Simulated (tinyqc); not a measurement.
# FinFET, parasitic resistance, capacitance and delay: two studies

Nf fins under one contact; each has gated perimeter p = 2 Hf + Wf and cross-section A = Hf Wf; contact width Wc = Nf pf, stack height Hs = Hf. Contact length Lc = CPP - Lg - 2 Lsp, shared by two neighbouring gates. Source and drain sides are equal. The formulas are first-order estimates, not field solutions.

Parameters, values chosen for the exercise; values close to those of silicon logic devices: temperature T = 300 K; number of fins Nf = 4; fin height Hf = 60 nm; fin width Wf = 8 nm; fin pitch pf = 30 nm; contacted gate pitch CPP = 45 nm; gate length Lg = 18 nm; spacer length Lsp = 5 nm; relative permittivity of the spacer ks = 7; gate height above the channel stack Hc = 15 nm; contact resistivity rc = 1.9e-9 ohm cm^2; resistivity of the source-drain epitaxy re = 0.00058 ohm cm; current-carrying depth of the epitaxy te = 20 nm; resistivity of the extension rx = 0.0011 ohm cm; gate overlap Lov = 1 nm; inversion capacitance Cinv = 3.4 uF/cm^2; injection velocity vx = 1.4e7 cm/s; apparent mobility mu = 130 cm^2/(V s); threshold at zero drain voltage VT = 0.28 V; barrier lowering dl = 0.032 V/V; subthreshold factor n = 1.19; wire load Cw = 0.31 fF; supply voltage Vdd = 0.6 V.

Constants: q = 1.602176634e-19 C, kB = 1.380649e-23 J/K, eps0 = 8.8541878128e-12 F/m, Vt = kB T/q. Results are converted to the units shown.

Each table varies one quantity; the others keep the values above.

## Effect of the spacer length

Epitaxy sheet resistance Rsh = re/te, transfer length LT = sqrt(rc/Rsh), contact Rc = [sqrt(rc Rsh)/Wc] coth(Lc/(2 LT)); extension of one fin Rx = rx Lsp/A. With N fins: gate Cg = Cinv p N Lg; per side, plate Cp = ks eps0 [Wc (Hs + Hc) - N A]/Lsp, top fringe Cf = (2/pi) ks eps0 Wc ln(1 + Lg/(2 Lsp)), overlap Co = Cinv p N Lov. One fin: I = p Q vx u/(1 + |u|^1.8)^(1/1.8), Q = Cinv n Vt ln(1 + exp((Vg' - VT + dl Vd')/(n Vt))), u = Vd' mu/(vx Lg), Vg' = Vgs - v, Vd' = Vds - 2 v, with the drop on each side v = Rc (sum of I) + Rx I. Ieff = [I(Vgs = Vdd, Vds = Vdd/2) + I(Vdd/2, Vdd)]/2, total currents. With Cs = Cp + Cf + Co, the load of an inverter of two such devices driving an equal one is CL = 2 (Cg + 2 Cs) + 4 Cs + Cw (own drains counted twice for the Miller effect); delay CL Vdd/(2 Ieff).

Effect of the spacer length:
```
Lsp (nm)  Rc (ohm)  Rx/N (ohm)  Ieff (uA)  CL (aF)  delay (ps)
2            146.8       11.46      244.3     2896       3.556
3            159.2       17.19      234.4     2299       2.942
4            174.3       22.92      223.8     1998       2.679
5            193.1       28.65      212.5     1817       2.566
6            217.1       34.38      200.1     1696       2.542
8            292.3       45.83      171.2     1543       2.704
10           455.2       57.29      132.9     1451       3.275
12            1057       68.75      75.71     1390       5.506
```

As Lsp goes from 2 to 12 nm, Ieff falls from 244 to 75.7 uA, CL falls from 2900 to 1390 aF and the delay goes from 3.56 through a minimum of 2.54 (at Lsp = 6 nm among the rows listed) to 5.51 ps. A thin spacer costs capacitance, a thick one resistance and contact length, hence the minimum. For Lsp = 2 to 3 nm the spacer is under 3.5 nm, where leakage and breakdown between gate and contact would forbid it. For Lsp = 10 to 12 nm the contact is under 8 nm long, below what liners and fill allow.

## Effect of the wire load

Same model as above.

The same in every row: Rc (ohm) = 193.1; Rx/N (ohm) = 28.65; Ieff (uA) = 212.5.

Results:
```
Cw (fF)  CL (aF)  delay (ps)
0.02        1527       2.156
0.043       1550       2.189
0.093       1600       2.259
0.2         1707       2.410
0.93        2437       3.441
2           3507       4.952
```

Estimate the missing row, Cw = 0.43 fF.

Computed row:
```
Cw (fF)  CL (aF)  delay (ps)
0.43        1937       2.735
```

With this row back in the table: As Cw goes from 0.02 to 2 fF, Ieff stays at 212 uA, CL rises from 1530 to 3510 aF and the delay rises from 2.16 to 4.95 ps.

Numbers from tinyqc (`OMP_NUM_THREADS=1 python tinyqc.py 2170070 2170071 out.jsonl`; about 0.03 s on one thread of a shared Intel Xeon 2.30GHz).
